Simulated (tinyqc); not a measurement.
## Fully depleted semiconductor-on-insulator film with two gates, non-linear Poisson equation by Newton steps: charge against front-gate voltage

One dimension across the film, front interface at x = 0, back interface at x = ts. psi is counted from the intrinsic level, n = ni exp(psi/Vt) (source grounded), holes neglected, acceptors ionised. Gates act through Cox = eps0 eox/tox and Cbox = 3.9 eps0/tb with potentials G1 = Vg - (phiM - chi - Vt ln(Nc/ni)) and G2 = Vb - (phiB - chi - Vt ln(Nc/ni)). Classical Boltzmann densities, no interface charge, no depletion in the back plane.

ni = sqrt(Nc Nv) exp(-Eg/(2 Vt)), Eg in volts. The Poisson equation eps0 eps_r d2psi/dx2 = q (n + Na), with -eps0 eps_r dpsi/dx = Cox (G1 - psi) at x = 0 and eps0 eps_r dpsi/dx = Cbox (G2 - psi) at x = ts, is solved on 300 equal intervals with half boxes at both ends; N_inv is the trapezoid sum of n. Swing = ln 10/(d ln N_inv/dVg); the last column is (dN_inv/dVb)/(dN_inv/dVg).

Values chosen for this exercise; band and dielectric values close to those of silicon: temperature T = 300 K; band gap Eg = 1.1 eV; relative permittivity eps_r = 11.5; conduction-band density of states at T Nc = 2.81e19 cm^-3; valence-band density of states at T Nv = 2.62e19 cm^-3; electron affinity chi = 4.09 eV; relative permittivity of the gate insulator (close to zirconium oxide) eox = 24.6; insulator thickness tox = 3 nm; film thickness ts = 16 nm; buried-oxide thickness (eps_r 3.9) tb = 34 nm; acceptor density of the film Na = 1.8e17 cm^-3; work function of the front gate phiM = 4.78 eV; work function of the back plane phiB = 5.14 eV; back-gate voltage Vb = 0.8 V.

Constants: q = 1.602176634e-19 C, kB = 1.380649e-23 J/K, Vt = kB T/q, eps0 = 8.8541878128e-14 F/cm where lengths are in cm. Results are converted to the units shown.

Charge against front-gate voltage:
columns A: Vg (V); B: psi front (V); C: psi back (V); D: N_inv (cm^-2); E: centroid/ts; F: swing (mV/decade); G: q dN_inv/dVg over Cox; H: back/front leverage
```
A          B       C        D       E       F        G       H
0.17  0.0283  0.0345   6.72e4   0.522    64.9  5.26e-8  0.0904
0.32   0.176   0.162   1.42e7   0.450    64.2  1.12e-5  0.0789
0.47   0.325   0.290   3.12e9   0.381    64.1  0.00248  0.0680
0.62   0.465   0.391  3.57e11   0.264     102    0.177  0.0436
0.77   0.556   0.411  3.04e12   0.119     263    0.586  0.0211
0.92   0.601   0.414  7.77e12  0.0680     509    0.777  0.0165
1.07   0.628   0.415  1.34e13  0.0473     793    0.856  0.0151
1.22   0.646   0.415  1.93e13  0.0363  1.09e3    0.897  0.0144
1.37   0.660   0.415  2.55e13  0.0296  1.41e3    0.921  0.0140
```

N_inv passes 1e11 cm^-2 at Vg = 0.572 V. The swing starts at 64.9 mV a decade, against (1 + k) Vt ln 10 = 60.2 for a front channel with k = Cs Cbox/(Cox (Cs + Cbox)) = 0.0121, Cs = eps0 eps_r/ts; above threshold this column is no longer a subthreshold swing. The centroid falls from 0.522 to 0.0296 of ts and the leverage of the back gate falls from 0.0904 to 0.0140. For Vg = 0.77, 0.92, 1.07, 1.22, 1.37 the density at an interface exceeds 0.3 Nc, where Boltzmann statistics fail. For Vg = 0.77, 0.92, 1.07, 1.22, 1.37 the classical centroid lies within 3 nm of an interface, where confinement, left out, would push it away.

Program tinyqc, `OMP_NUM_THREADS=1 python tinyqc.py 2190004 2190005 out.jsonl`; Intel Xeon 2.30GHz, shared host, one thread, about 0.4 s.
